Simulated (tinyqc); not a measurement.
Double-gate transistor below threshold, two-dimensional Poisson equation on a small mesh: one step of the calculation.

Half of a symmetric double-gate structure: row 0 is the mid-plane of the body, where the normal field vanishes. Mobile charge is neglected (subthreshold), the body is fully depleted, and potentials are counted from the intrinsic level; rows run upward to the gate, columns from source to drain.

Task. Direct solution. Solve A psi = b.

A:
```
            (0,1)       (0,2)       (0,3)       (1,1)       (1,2)       (1,3)       (2,1)       (2,2)
(0,1)   32.883896   -1.564865    0.000000  -29.754167    0.000000    0.000000    0.000000    0.000000
(0,2)   -1.564865   32.883896   -1.564865    0.000000  -29.754167    0.000000    0.000000    0.000000
(0,3)    0.000000   -1.564865   32.883896    0.000000    0.000000  -29.754167    0.000000    0.000000
(1,1)  -29.754167    0.000000    0.000000   65.767793   -3.129730    0.000000  -29.754167    0.000000
(1,2)    0.000000  -29.754167    0.000000   -3.129730   65.767793   -3.129730    0.000000  -29.754167
(1,3)    0.000000    0.000000  -29.754167    0.000000   -3.129730   65.767793    0.000000    0.000000
(2,1)    0.000000    0.000000    0.000000  -29.754167    0.000000    0.000000   81.764698   -8.462162
(2,2)    0.000000    0.000000    0.000000    0.000000  -29.754167    0.000000   -8.462162   81.764698
(2,3)    0.000000    0.000000    0.000000    0.000000    0.000000  -29.754167    0.000000   -8.462162

            (2,3)
(0,1)    0.000000
(0,2)    0.000000
(0,3)    0.000000
(1,1)    0.000000
(1,2)    0.000000
(1,3)  -29.754167
(2,1)    0.000000
(2,2)   -8.462162
(2,3)   81.764698
```

b (V): (0,1) 0.9076216, (0,2) 0.0000000, (0,3) 0.9858649, (1,1) 1.8152432, (1,2) 0.0000000, (1,3) 1.9717297, (2,1) 5.9606403, (2,2) 1.0525862, (2,3) 6.3837484

Find: psi at the free nodes.

Result.

psi at the free nodes (V): (0,1) 0.2155, (0,2) 0.1278, (0,3) 0.2302, (1,1) 0.2009, (1,2) 0.1178, (1,3) 0.2145, (2,1) 0.1552, (2,2) 0.0889, (2,3) 0.1653

tinyqc, about 0.1 s, one thread, Intel Xeon 2.30GHz (shared host): `OMP_NUM_THREADS=1 python tinyqc.py 2480126 2480127 out.jsonl`
